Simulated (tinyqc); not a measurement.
Inside a calculation. Model: electromigration in a confined line: Blech product, Korhonen stress evolution and Black's law. Computed by tinyqc, a small Python program that keeps every step. Command: `OMP_NUM_THREADS=1 python tinyqc.py 3002984 3002985 out.jsonl emigr walk`. One thread of a shared host (Intel(R) Xeon(R) Processor @ 2.30GHz), about 0.01 s of CPU time with the checks. Intermediate numbers are printed to about 6 digits and carried at full precision; extremes and crossings named in words are read from the listed rows.

The electron wind pushes atoms from the cathode (x = 0) to the anode (x = L); blocking ends build a back stress (tension positive). The input rho is taken not to change with temperature. d sigma/dt = d/dx [kappa (d sigma/dx + G)], with zero flux at both ends and sigma = 0 at t = 0.

Inputs (values chosen for the exercise, close to those used for aluminium lines):
```
quantity                            value          unit
resistivity rho                      2.88  micro-ohm cm
atomic volume Omega                  16.6    angstrom^3
effective charge number Z*              7             -
prefactor D0                        7e-08         m^2/s
activation energy E                 0.682            eV
effective modulus B                    38           GPa
critical stress sigma_c               460           MPa
current density j                     1.4       MA/cm^2
line length L                          11            um
test temperature T                    340             C
time as a fraction of L^2/kappa, s  0.036             -
use temperature T_u                    85             C
use current density j_u              0.42       MA/cm^2
current exponent n                      2             -
```

Start: stress-free.

Constants: e = 1.602176634e-19 C; k_B = 8.617333262e-05 eV/K; k_B = 1.380649e-23 J/K.

## Driving force and diffusivities

G = Z* e rho j/Omega; D = D0 exp(-E/(k_B T)); kappa = D B Omega/(k_B T); drift velocity of an unconfined line v = D Z* e rho j/(k_B T). SI: 1 micro-ohm cm = 1e-8 ohm m, 1 MA/cm^2 = 1e10 A/m^2. Temperatures in kelvin are T(C) + 273.15.

stress gradient G = 27.2409 MPa/um

diffusivity D = 1.73543e-13 m^2/s

kappa = 1.29315e-11 m^2/s

drift velocity = 33372.6 nm/h

## Steady state and Blech product

At steady state sigma(x) = G (L/2 - x). A void forms only if the cathode stress reaches sigma_c, that is if j L exceeds (j L)_c = 2 Omega (sigma_c)/(Z* e rho). Time scale tau = L^2/kappa.

steady cathode stress = 149.825 MPa

j L = 1540 A/cm

critical product (j L)_c = 4728.19 A/cm

tau = 0.00259916 h

j L is 0.326 times the critical product: the back stress stops the flux first, and the line is immortal in this model.

## Series terms at the cathode

sigma(x, t) = G L [1/2 - x/L - 4 sum_(m odd) cos(m pi x/L) exp(-m^2 pi^2 s)/(m pi)^2], s = t/tau, summed to m = 399. The terms at x = 0 are 4 exp(-m^2 pi^2 s)/(m pi)^2; tau = L^2/kappa.

terms for m = 1, 3, 5, 7: 0.284088  0.00183972  2.24976e-06  2.27251e-10

cathode stress at time s = 64.1460 MPa

time t = 9.35698e-05 h

## Stress along the line

Steady state: G L (1/2 - x/L). Take x/L = 0, 0.1, 0.2, 0.3, 0.4, 0.6, 0.8 and 1.

Stress (MPa):
```
x/L  at time s  steady state
0.0    64.1460       149.825
0.1    38.5753       119.860
0.2    21.1968        89.895
0.3    10.4179        59.930
0.4     4.1046        29.965
0.6    -4.1046       -29.965
0.8   -21.1968       -89.895
1.0   -64.1460      -149.825
```

## Finite line against the semi-infinite law

Semi-infinite line: sigma(0, t) = 2 G L sqrt(s/pi). One-term form: keep m = 1 alone.

Cathode stress (MPa):
```
s            t (h)  full series  semi-infinite  one term
0.002  5.19832e-06       15.121         15.121    30.755
0.005  1.29958e-05       23.909         23.909    34.229
0.01   2.59916e-05       33.812         33.812    39.795
0.02   5.19832e-05       47.817         47.817    50.136
0.05   1.29958e-04       75.525         75.606    75.684
0.1    2.59916e-04      104.560        106.922   104.562
0.2    5.19832e-04      132.955        151.211   132.955
0.4    1.03966e-03      147.481        213.845   147.481
0.8    2.07933e-03      149.780        302.422   149.780
```

Among these rows the semi-infinite law holds to 1 % up to s = 0.05 and the one-term form from s = 0.05 on: the far end is felt once sqrt(kappa t) is no longer small against L, and by then the terms with m > 1 have nearly died out. The critical stress 460 MPa is not reached in these rows.

## Extrapolation by Black's law

Median life t50 = A j^(-n) exp(E/(k_B T)); acceleration factor = t50(use)/t50(test) = (j/j_u)^n exp[(E/k_B)(1/T_u - 1/T)].

current factor = 11.1111

temperature factor = 9799.58

acceleration factor = 108884

At the use current j_u L lies below the critical product, where Black's law does not apply: the line would not fail by this mechanism. Caution: the test j L lies below the critical product, so the line would not void in the test and the acceleration factor is formal. Caution: j_u L lies below the critical product, so the acceleration factor is formal: at use the line would not void.

Checks made by the program: series against a 200-cell finite-volume solution (on the scale of G L) (relative difference 3e-07).
